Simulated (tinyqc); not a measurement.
RKS/PBE0 in the sto-3g basis, for BeH2, spin multiplicity 1, step by step (part 1 of 2). Computed by tinyqc, a small Python program that keeps every step (integrals from PySCF). Settings: charge = 0, multiplicity = 1, basis = sto-3g, energy threshold = 1e-10, iteration cap = 84, orthogonalisation = canonical, start = core, DIIS depth = 0, method = RKS, functional = pbe0, grid = [20, 86]. Command: `OMP_NUM_THREADS=1 python tinyqc.py 25957 25958 out.jsonl` (the two numbers bound the seeds that draw the settings). One thread of a shared host (Intel(R) Xeon(R) Processor @ 2.60GHz), about 0.7 s of CPU time with the checks. Later iterations appear only in the table of the cycle.

## One-electron integrals

Geometry (angstrom):
```
atom         x          y         z
Be    0.000000   0.000000  0.000000
H     0.000000   1.417000  0.000000
H     0.000000  -1.417000  0.000000
```

Basis sto-3g: exponents (1/bohr^2) and contraction coefficients of normalised primitives:
```
element  l (shell)   exponent  coefficient
Be           s (1)  30.167871     0.154329
Be           s (1)   5.495115     0.535328
Be           s (1)   1.487193     0.444635
Be           s (2)   1.314833    -0.099967
Be           s (2)   0.305539     0.399513
Be           s (2)   0.099371     0.700115
Be           p (3)   1.314833     0.155916
Be           p (3)   0.305539     0.607684
Be           p (3)   0.099371     0.391957
H            s (1)   3.425251     0.154329
H            s (1)   0.623914     0.535328
H            s (1)   0.168855     0.444635
```

Overlap, kinetic and nuclear-attraction integrals over the contracted functions; the nuclear repulsion is the sum of Za Zb / Rab.

nuclear repulsion = 3.17431637 hartree

overlap S, order 1Be 1s, 1Be 2s, 1Be 2px, 1Be 2py, 1Be 2pz, 2H 1s, 3H 1s:
```
[[1.000000, 0.259517, 0.000000, 0.000000, 0.000000, 0.058645, 0.058645],
 [0.259517, 1.000000, 0.000000, 0.000000, 0.000000, 0.429180, 0.429180],
 [0.000000, 0.000000, 1.000000, 0.000000, 0.000000, 0.000000, 0.000000],
 [0.000000, 0.000000, 0.000000, 1.000000, 0.000000, 0.503236, -0.503236],
 [0.000000, 0.000000, 0.000000, 0.000000, 1.000000, 0.000000, 0.000000],
 [0.058645, 0.429180, 0.000000, 0.503236, 0.000000, 1.000000, 0.025766],
 [0.058645, 0.429180, 0.000000, -0.503236, 0.000000, 0.025766, 1.000000]]
```

kinetic energy T (hartree), order 1Be 1s, 1Be 2s, 1Be 2px, 1Be 2py, 1Be 2pz, 2H 1s, 3H 1s:
```
[[6.693975, -0.033012, 0.000000, 0.000000, 0.000000, -0.015124, -0.015124],
 [-0.033012, 0.211111, 0.000000, 0.000000, 0.000000, 0.057720, 0.057720],
 [0.000000, 0.000000, 0.660592, 0.000000, 0.000000, 0.000000, 0.000000],
 [0.000000, 0.000000, 0.000000, 0.660592, 0.000000, 0.168841, -0.168841],
 [0.000000, 0.000000, 0.000000, 0.000000, 0.660592, 0.000000, 0.000000],
 [-0.015124, 0.057720, 0.000000, 0.168841, 0.000000, 0.760032, -0.008073],
 [-0.015124, 0.057720, 0.000000, -0.168841, 0.000000, -0.008073, 0.760032]]
```

nuclear attraction V (hartree), order 1Be 1s, 1Be 2s, 1Be 2px, 1Be 2py, 1Be 2pz, 2H 1s, 3H 1s:
```
[[-15.307990, -2.093078, 0.000000, 0.000000, 0.000000, -0.471437, -0.471437],
 [-2.093078, -3.021023, 0.000000, 0.000000, 0.000000, -1.235335, -1.235335],
 [0.000000, 0.000000, -2.930808, 0.000000, 0.000000, 0.000000, 0.000000],
 [0.000000, 0.000000, 0.000000, -3.146512, 0.000000, -1.414784, 1.414784],
 [0.000000, 0.000000, 0.000000, 0.000000, -2.930808, 0.000000, 0.000000],
 [-0.471437, -1.235335, 0.000000, -1.414784, 0.000000, -2.898532, -0.087323],
 [-0.471437, -1.235335, 0.000000, 1.414784, 0.000000, -0.087323, -2.898532]]
```

core Hamiltonian H = T + V (hartree), order 1Be 1s, 1Be 2s, 1Be 2px, 1Be 2py, 1Be 2pz, 2H 1s, 3H 1s:
```
[[-8.614015, -2.126091, 0.000000, 0.000000, 0.000000, -0.486561, -0.486561],
 [-2.126091, -2.809912, 0.000000, 0.000000, 0.000000, -1.177614, -1.177614],
 [0.000000, 0.000000, -2.270217, 0.000000, 0.000000, 0.000000, 0.000000],
 [0.000000, 0.000000, 0.000000, -2.485920, 0.000000, -1.245943, 1.245943],
 [0.000000, 0.000000, 0.000000, 0.000000, -2.270217, 0.000000, 0.000000],
 [-0.486561, -1.177614, 0.000000, -1.245943, 0.000000, -2.138500, -0.095396],
 [-0.486561, -1.177614, 0.000000, 1.245943, 0.000000, -0.095396, -2.138500]]
```

## Two-electron integrals

Functions are numbered as in S; the eight-fold symmetry (ij|kl) = (ji|kl) = (kl|ij) leaves the list below.

Two-electron integrals (ij|kl) in chemists' order, unique and non-zero (hartree):
```
(11|11) 2.298831    (21|11) 0.392036    (21|21) 0.079539    (22|11) 0.570988
(22|21) 0.143041    (22|22) 0.417683    (31|31) 0.014607    (32|31) 0.021888
(32|32) 0.092265    (33|11) 0.569578    (33|21) 0.143083    (33|22) 0.417589
(33|33) 0.449859    (41|41) 0.014607    (42|41) 0.021888    (42|42) 0.092265
(43|43) 0.024249    (44|11) 0.569578    (44|21) 0.143083    (44|22) 0.417589
(44|33) 0.401360    (44|44) 0.449859    (51|51) 0.014607    (52|51) 0.021888
(52|52) 0.092265    (53|53) 0.024249    (54|54) 0.024249    (55|11) 0.569578
(55|21) 0.143083    (55|22) 0.417589    (55|33) 0.401360    (55|44) 0.401360
(55|55) 0.449859    (61|11) 0.087568    (61|21) 0.017755    (61|22) 0.032187
(61|33) 0.031955    (61|41) 0.001581    (61|42) 0.002971    (61|44) 0.032667
(61|55) 0.031955    (61|61) 0.004159    (62|11) 0.204936    (62|21) 0.052050
(62|22) 0.164627    (62|33) 0.158476    (62|41) 0.006831    (62|42) 0.041218
(62|44) 0.176780    (62|55) 0.158476    (62|61) 0.012850    (62|62) 0.095124
(63|31) 0.004876    (63|32) 0.022574    (63|43) 0.007214    (63|63) 0.008965
(64|11) 0.217217    (64|21) 0.055861    (64|22) 0.185344    (64|33) 0.174360
(64|41) 0.011136    (64|42) 0.064274    (64|44) 0.207123    (64|55) 0.174360
(64|61) 0.014442    (64|62) 0.122031    (64|64) 0.162008    (65|51) 0.004876
(65|52) 0.022574    (65|54) 0.007214    (65|65) 0.008965    (66|11) 0.370893
(66|21) 0.095924    (66|22) 0.339339    (66|33) 0.314693    (66|41) 0.015063
(66|42) 0.116269    (66|44) 0.388366    (66|55) 0.314693    (66|61) 0.024355
(66|62) 0.247042    (66|64) 0.337022    (66|66) 0.774606    (71|11) 0.087568
(71|21) 0.017755    (71|22) 0.032187    (71|33) 0.031955    (71|41) -0.001581
(71|42) -0.002971   (71|44) 0.032667    (71|55) 0.031955    (71|61) 0.003794
(71|62) 0.010839    (71|64) 0.011192    (71|66) 0.019701    (71|71) 0.004159
(72|11) 0.204936    (72|21) 0.052050    (72|22) 0.164627    (72|33) 0.158476
(72|41) -0.006831   (72|42) -0.041218   (72|44) 0.176780    (72|55) 0.158476
(72|61) 0.010839    (72|62) 0.050187    (72|64) 0.051367    (72|66) 0.096411
(72|71) 0.012850    (72|72) 0.095124    (73|31) 0.004876    (73|32) 0.022574
(73|43) -0.007214   (73|63) 0.003783    (73|73) 0.008965    (74|11) -0.217217
(74|21) -0.055861   (74|22) -0.185344   (74|33) -0.174360   (74|41) 0.011136
(74|42) 0.064274    (74|44) -0.207123   (74|55) -0.174360   (74|61) -0.011192
(74|62) -0.051367   (74|64) -0.050508   (74|66) -0.097320   (74|71) -0.014442
(74|72) -0.122031   (74|74) 0.162008    (75|51) 0.004876    (75|52) 0.022574
(75|54) -0.007214   (75|65) 0.003783    (75|75) 0.008965    (76|11) 0.016171
(76|21) 0.004000    (76|22) 0.011286    (76|33) 0.011112    (76|44) 0.011628
(76|55) 0.011112    (76|61) 0.000904    (76|62) 0.004567    (76|64) 0.005223
(76|66) 0.009670    (76|71) 0.000904    (76|72) 0.004567    (76|74) -0.005223
(76|76) 0.000310    (77|11) 0.370893    (77|21) 0.095924    (77|22) 0.339339
(77|33) 0.314693    (77|41) -0.015063   (77|42) -0.116269   (77|44) 0.388366
(77|55) 0.314693    (77|61) 0.019701    (77|62) 0.096411    (77|64) 0.097320
(77|66) 0.186703    (77|71) 0.024355    (77|72) 0.247042    (77|74) -0.337022
(77|76) 0.009670    (77|77) 0.774606
```

## Orthogonalisation

S = U s U^T; canonical form X = U s^(-1/2), so that X^T S X = 1. Each column of U has its largest component positive (the first on a tie).

eigenvalues of S: [0.275317, 0.377592, 0.944321, 1.000000, 1.000000, 1.698917, 1.703853]

X, order 1Be 1s, 1Be 2s, 1Be 2px, 1Be 2py, 1Be 2pz, 2H 1s, 3H 1s:
```
[[0.000000, -0.351362, 0.946116, 0.000000, 0.000000, 0.000000, 0.251870],
 [0.000000, 1.182049, -0.075932, 0.000000, 0.000000, 0.000000, 0.523513],
 [0.000000, 0.000000, 0.000000, 0.929552, -0.368690, 0.000000, 0.000000],
 [1.335372, 0.000000, 0.000000, 0.000000, 0.000000, 0.547386, 0.000000],
 [0.000000, 0.000000, 0.000000, 0.368690, 0.929552, 0.000000, 0.000000],
 [-0.961499, -0.750888, -0.281124, 0.000000, 0.000000, 0.380117, 0.353129],
 [0.961499, -0.750888, -0.281124, 0.000000, 0.000000, -0.380117, 0.353129]]
```

Within a degenerate level the vectors are fixed only up to a rotation; this is one choice.

## Starting guess

The start is the orbitals of the core Hamiltonian; D = 2 C_occ C_occ^T.

D at the start, order 1Be 1s, 1Be 2s, 1Be 2px, 1Be 2py, 1Be 2pz, 2H 1s, 3H 1s:
```
[[2.134016, -0.489342, 0.000000, 0.000000, 0.000000, -0.039403, -0.039403],
 [-0.489342, 1.724225, 0.000000, 0.000000, 0.000000, 0.206216, 0.206216],
 [0.000000, 0.000000, 0.000000, 0.000000, 0.000000, 0.000000, 0.000000],
 [0.000000, 0.000000, 0.000000, 2.055300, 0.000000, -0.027837, 0.027837],
 [0.000000, 0.000000, 0.000000, 0.000000, 0.000000, 0.000000, 0.000000],
 [-0.039403, 0.206216, 0.000000, -0.027837, 0.000000, 0.025223, 0.024469],
 [-0.039403, 0.206216, 0.000000, 0.027837, 0.000000, 0.024469, 0.025223]]
```

## Iteration 1: exchange-correlation on the grid

Becke grid with 20 radial and 86 angular points per atom, points of zero weight dropped. rho = sum D_ij phi_i phi_j; V_xc,ij = sum w v_xc phi_i phi_j plus the gradient terms; v_xc is d(rho eps)/d rho at fixed gradient. Exact exchange is left to K.

The 16 grid points with the largest w rho, of 5134 (bohr, atomic units):
```
x                  y          z         w       rho  |grad rho|^2     eps_xc       v_xc
0.000000   -1.507537   0.608397  0.143046  0.098431      0.009546  -0.307546  -0.401493
0.000000    1.507537   0.608397  0.143046  0.098431      0.009546  -0.307546  -0.401493
0.608397   -1.507537   0.000000  0.143046  0.098431      0.009546  -0.307546  -0.401493
0.608397    1.507537   0.000000  0.143046  0.098431      0.009546  -0.307546  -0.401493
-0.608397   1.507537   0.000000  0.143046  0.098431      0.009546  -0.307546  -0.401493
-0.608397  -1.507537   0.000000  0.143046  0.098431      0.009546  -0.307546  -0.401493
0.000000    1.507537  -0.608397  0.143046  0.098431      0.009546  -0.307546  -0.401493
0.000000   -1.507537  -0.608397  0.143046  0.098431      0.009546  -0.307546  -0.401493
0.600854   -1.385917   0.600854  0.152332  0.086227      0.008885  -0.295424  -0.385105
0.600854    1.385917   0.600854  0.152332  0.086227      0.008885  -0.295424  -0.385105
-0.600854   1.385917   0.600854  0.152332  0.086227      0.008885  -0.295424  -0.385105
-0.600854  -1.385917   0.600854  0.152332  0.086227      0.008885  -0.295424  -0.385105
0.600854    1.385917  -0.600854  0.152332  0.086227      0.008885  -0.295424  -0.385105
-0.600854   1.385917  -0.600854  0.152332  0.086227      0.008885  -0.295424  -0.385105
0.600854   -1.385917  -0.600854  0.152332  0.086227      0.008885  -0.295424  -0.385105
-0.600854  -1.385917  -0.600854  0.152332  0.086227      0.008885  -0.295424  -0.385105
```

electrons on the grid, sum of w rho = 5.999708

E_xc = sum of w rho eps_xc = -2.69236233 hartree

V_xc (hartree), order 1Be 1s, 1Be 2s, 1Be 2px, 1Be 2py, 1Be 2pz, 2H 1s, 3H 1s:
```
[[-1.130519, -0.166747, 0.000000, 0.000000, 0.000000, -0.038133, -0.038133],
 [-0.166747, -0.276702, 0.000000, 0.000000, 0.000000, -0.118304, -0.118304],
 [0.000000, 0.000000, -0.255227, 0.000000, 0.000000, 0.000000, 0.000000],
 [0.000000, 0.000000, 0.000000, -0.312658, 0.000000, -0.138964, 0.138964],
 [0.000000, 0.000000, 0.000000, 0.000000, -0.255227, 0.000000, 0.000000],
 [-0.038133, -0.118304, 0.000000, -0.138964, 0.000000, -0.260098, -0.008188],
 [-0.038133, -0.118304, 0.000000, 0.138964, 0.000000, -0.008188, -0.260098]]
```

## Iteration 1: building the Kohn-Sham matrix

J_ij = sum D_kl (ij|kl), K_ij = sum D_kl (ik|jl); F = H + J - 0.125 K + V_xc; E = tr D H + tr D J / 2 - 0.0625 tr D K + E_xc + E_nn.

Coulomb J (hartree), order 1Be 1s, 1Be 2s, 1Be 2px, 1Be 2py, 1Be 2pz, 2H 1s, 3H 1s:
```
[[6.827785, 1.338432, 0.000000, 0.000000, 0.000000, 0.301003, 0.301003],
 [1.338432, 2.784711, 0.000000, 0.000000, 0.000000, 1.090881, 1.090881],
 [0.000000, 0.000000, 2.743079, 0.000000, 0.000000, 0.000000, 0.000000],
 [0.000000, 0.000000, 0.000000, 2.857838, 0.000000, 1.223023, -1.223023],
 [0.000000, 0.000000, 0.000000, 0.000000, 2.743079, 0.000000, 0.000000],
 [0.301003, 1.090881, 0.000000, 1.223023, 0.000000, 2.219636, 0.077498],
 [0.301003, 1.090881, 0.000000, -1.223023, 0.000000, 0.077498, 2.219636]]
```

exchange K (hartree), order 1Be 1s, 1Be 2s, 1Be 2px, 1Be 2py, 1Be 2pz, 2H 1s, 3H 1s:
```
[[4.690288, 0.827729, 0.000000, 0.000000, 0.000000, 0.201090, 0.201090],
 [0.827729, 1.069812, 0.000000, 0.000000, 0.000000, 0.513637, 0.513637],
 [0.000000, 0.000000, 0.236360, 0.000000, 0.000000, 0.000000, 0.000000],
 [0.000000, 0.000000, 0.000000, 1.127330, 0.000000, 0.522885, -0.522885],
 [0.000000, 0.000000, 0.000000, 0.000000, 0.236360, 0.000000, 0.000000],
 [0.201090, 0.513637, 0.000000, 0.522885, 0.000000, 0.596616, 0.030427],
 [0.201090, 0.513637, 0.000000, -0.522885, 0.000000, 0.030427, 0.596616]]
```

Kohn-Sham matrix F (hartree), order 1Be 1s, 1Be 2s, 1Be 2px, 1Be 2py, 1Be 2pz, 2H 1s, 3H 1s:
```
[[-3.503036, -1.057871, 0.000000, 0.000000, 0.000000, -0.248827, -0.248827],
 [-1.057871, -0.435629, 0.000000, 0.000000, 0.000000, -0.269241, -0.269241],
 [0.000000, 0.000000, 0.188090, 0.000000, 0.000000, 0.000000, 0.000000],
 [0.000000, 0.000000, 0.000000, -0.081657, 0.000000, -0.227244, 0.227244],
 [0.000000, 0.000000, 0.000000, 0.000000, 0.188090, 0.000000, 0.000000],
 [-0.248827, -0.269241, 0.000000, -0.227244, 0.000000, -0.253540, -0.029888],
 [-0.248827, -0.269241, 0.000000, 0.227244, 0.000000, -0.029888, -0.253540]]
```

total energy of this density = -15.11639811 hartree

## Iteration 1: diagonalisation and new density

Diagonalise F' = X^T F X, C = X C', fill 3 alpha and 3 beta electrons from the bottom; D = 2 C_occ C_occ^T. Each column has its largest component positive (the first on a tie).

F' = X^T F X (hartree):
```
[[0.607954, 0.000000, 0.000000, 0.000000, 0.000000, 0.112298, 0.000000],
 [0.000000, 0.211271, 0.325281, 0.000000, 0.000000, 0.000000, 0.213152],
 [0.000000, 0.325281, -2.789265, 0.000000, 0.000000, 0.000000, -1.302252],
 [0.000000, 0.000000, 0.000000, 0.188090, 0.000000, 0.000000, 0.000000],
 [0.000000, 0.000000, 0.000000, 0.000000, 0.188090, 0.000000, 0.000000],
 [0.112298, 0.000000, 0.000000, 0.000000, 0.000000, -0.278230, 0.000000],
 [0.000000, 0.213152, -1.302252, 0.000000, 0.000000, 0.000000, -0.978902]]
```

orbital energies (hartree): [-3.510278, -0.300750, -0.292239, 0.188090, 0.188090, 0.254133, 0.621964]

coefficients C, order 1Be 1s, 1Be 2s, 1Be 2px, 1Be 2py, 1Be 2pz, 2H 1s, 3H 1s:
```
[[0.986104, -0.198598, 0.000000, 0.000000, 0.000000, -0.264926, 0.000000],
 [0.052632, 0.415933, 0.000000, 0.000000, 0.000000, 1.225276, 0.000000],
 [0.000000, 0.000000, 0.000000, 0.988399, 0.151880, 0.000000, 0.000000],
 [0.000000, 0.000000, 0.377871, 0.000000, 0.000000, 0.000000, 1.392862],
 [0.000000, 0.000000, 0.000000, -0.151880, 0.988399, 0.000000, 0.000000],
 [-0.006858, 0.494023, 0.496217, 0.000000, 0.000000, -0.723504, -0.907049],
 [-0.006858, 0.494023, -0.496217, 0.000000, 0.000000, -0.723504, 0.907049]]
```

D after iteration 1, order 1Be 1s, 1Be 2s, 1Be 2px, 1Be 2py, 1Be 2pz, 2H 1s, 3H 1s:
```
[[2.023685, -0.061406, 0.000000, 0.000000, 0.000000, -0.209749, -0.209749],
 [-0.061406, 0.351541, 0.000000, 0.000000, 0.000000, 0.410239, 0.410239],
 [0.000000, 0.000000, 0.000000, 0.000000, 0.000000, 0.000000, 0.000000],
 [0.000000, 0.000000, 0.000000, 0.285573, 0.000000, 0.375012, -0.375012],
 [0.000000, 0.000000, 0.000000, 0.000000, 0.000000, 0.000000, 0.000000],
 [-0.209749, 0.410239, 0.000000, 0.375012, 0.000000, 0.980675, -0.004251],
 [-0.209749, 0.410239, 0.000000, -0.375012, 0.000000, -0.004251, 0.980675]]
```

Within a degenerate level the vectors are fixed only up to a rotation; this is one choice.

## Iteration 2: exchange-correlation on the grid

As before.

The 16 grid points with the largest w rho, of 5134 (bohr, atomic units):
```
x                  y          z         w       rho  |grad rho|^2     eps_xc       v_xc
0.000000   -1.625674   0.000000  0.109875  0.109463      0.014577  -0.317462  -0.414117
0.000000    1.625674   0.000000  0.109875  0.109463      0.014577  -0.317462  -0.414117
0.000000   -1.507537  -0.608397  0.143046  0.072645      0.008043  -0.280562  -0.364245
0.608397   -1.507537   0.000000  0.143046  0.072645      0.008043  -0.280562  -0.364245
-0.608397  -1.507537   0.000000  0.143046  0.072645      0.008043  -0.280562  -0.364245
0.000000   -1.507537   0.608397  0.143046  0.072645      0.008043  -0.280562  -0.364245
0.608397    1.507537   0.000000  0.143046  0.072645      0.008043  -0.280562  -0.364245
-0.608397   1.507537   0.000000  0.143046  0.072645      0.008043  -0.280562  -0.364245
0.000000    1.507537  -0.608397  0.143046  0.072645      0.008043  -0.280562  -0.364245
0.000000    1.507537   0.608397  0.143046  0.072645      0.008043  -0.280562  -0.364245
-0.795706  -1.835359  -0.795706  0.180236  0.048053      0.006521  -0.249351  -0.312868
0.795706   -1.835359  -0.795706  0.180236  0.048053      0.006521  -0.249351  -0.312868
0.795706   -1.835359   0.795706  0.180236  0.048053      0.006521  -0.249351  -0.312868
-0.795706   1.835359  -0.795706  0.180236  0.048053      0.006521  -0.249351  -0.312868
-0.795706  -1.835359   0.795706  0.180236  0.048053      0.006521  -0.249351  -0.312868
0.795706    1.835359  -0.795706  0.180236  0.048053      0.006521  -0.249351  -0.312868
```

electrons on the grid, sum of w rho = 5.998598

E_xc = sum of w rho eps_xc = -2.75498959 hartree

V_xc (hartree), order 1Be 1s, 1Be 2s, 1Be 2px, 1Be 2py, 1Be 2pz, 2H 1s, 3H 1s:
```
[[-1.115970, -0.158423, 0.000000, 0.000000, 0.000000, -0.036026, -0.036026],
 [-0.158423, -0.231909, 0.000000, 0.000000, 0.000000, -0.123856, -0.123856],
 [0.000000, 0.000000, -0.200658, 0.000000, 0.000000, 0.000000, 0.000000],
 [0.000000, 0.000000, 0.000000, -0.288858, 0.000000, -0.159437, 0.159437],
 [0.000000, 0.000000, 0.000000, 0.000000, -0.200658, 0.000000, 0.000000],
 [-0.036026, -0.123856, 0.000000, -0.159437, 0.000000, -0.366371, -0.007344],
 [-0.036026, -0.123856, 0.000000, 0.159437, 0.000000, -0.007344, -0.366371]]
```

## Iteration 2: building the Kohn-Sham matrix

As before.

Coulomb J (hartree), order 1Be 1s, 1Be 2s, 1Be 2px, 1Be 2py, 1Be 2pz, 2H 1s, 3H 1s:
```
[[6.283314, 1.217151, 0.000000, 0.000000, 0.000000, 0.274196, 0.274196],
 [1.217151, 2.590651, 0.000000, 0.000000, 0.000000, 1.092806, 1.092806],
 [0.000000, 0.000000, 2.508411, 0.000000, 0.000000, 0.000000, 0.000000],
 [0.000000, 0.000000, 0.000000, 2.745341, 0.000000, 1.273835, -1.273835],
 [0.000000, 0.000000, 0.000000, 0.000000, 2.508411, 0.000000, 0.000000],
 [0.274196, 1.092806, 0.000000, 1.273835, 0.000000, 2.500719, 0.073055],
 [0.274196, 1.092806, 0.000000, -1.273835, 0.000000, 0.073055, 2.500719]]
```

exchange K (hartree), order 1Be 1s, 1Be 2s, 1Be 2px, 1Be 2py, 1Be 2pz, 2H 1s, 3H 1s:
```
[[4.602257, 0.818106, 0.000000, 0.000000, 0.000000, 0.184420, 0.184420],
 [0.818106, 0.791023, 0.000000, 0.000000, 0.000000, 0.600930, 0.600930],
 [0.000000, 0.000000, 0.127556, 0.000000, 0.000000, 0.000000, 0.000000],
 [0.000000, 0.000000, 0.000000, 0.912780, 0.000000, 0.695837, -0.695837],
 [0.000000, 0.000000, 0.000000, 0.000000, 0.127556, 0.000000, 0.000000],
 [0.184420, 0.600930, 0.000000, 0.695837, 0.000000, 1.291104, 0.032868],
 [0.184420, 0.600930, 0.000000, -0.695837, 0.000000, 0.032868, 1.291104]]
```

Kohn-Sham matrix F (hartree), order 1Be 1s, 1Be 2s, 1Be 2px, 1Be 2py, 1Be 2pz, 2H 1s, 3H 1s:
```
[[-4.021953, -1.169626, 0.000000, 0.000000, 0.000000, -0.271444, -0.271444],
 [-1.169626, -0.550048, 0.000000, 0.000000, 0.000000, -0.283780, -0.283780],
 [0.000000, 0.000000, 0.021592, 0.000000, 0.000000, 0.000000, 0.000000],
 [0.000000, 0.000000, 0.000000, -0.143535, 0.000000, -0.218525, 0.218525],
 [0.000000, 0.000000, 0.000000, 0.000000, 0.021592, 0.000000, 0.000000],
 [-0.271444, -0.283780, 0.000000, -0.218525, 0.000000, -0.165541, -0.033793],
 [-0.271444, -0.283780, 0.000000, 0.218525, 0.000000, -0.033793, -0.165541]]
```

total energy of this density = -15.60153664 hartree
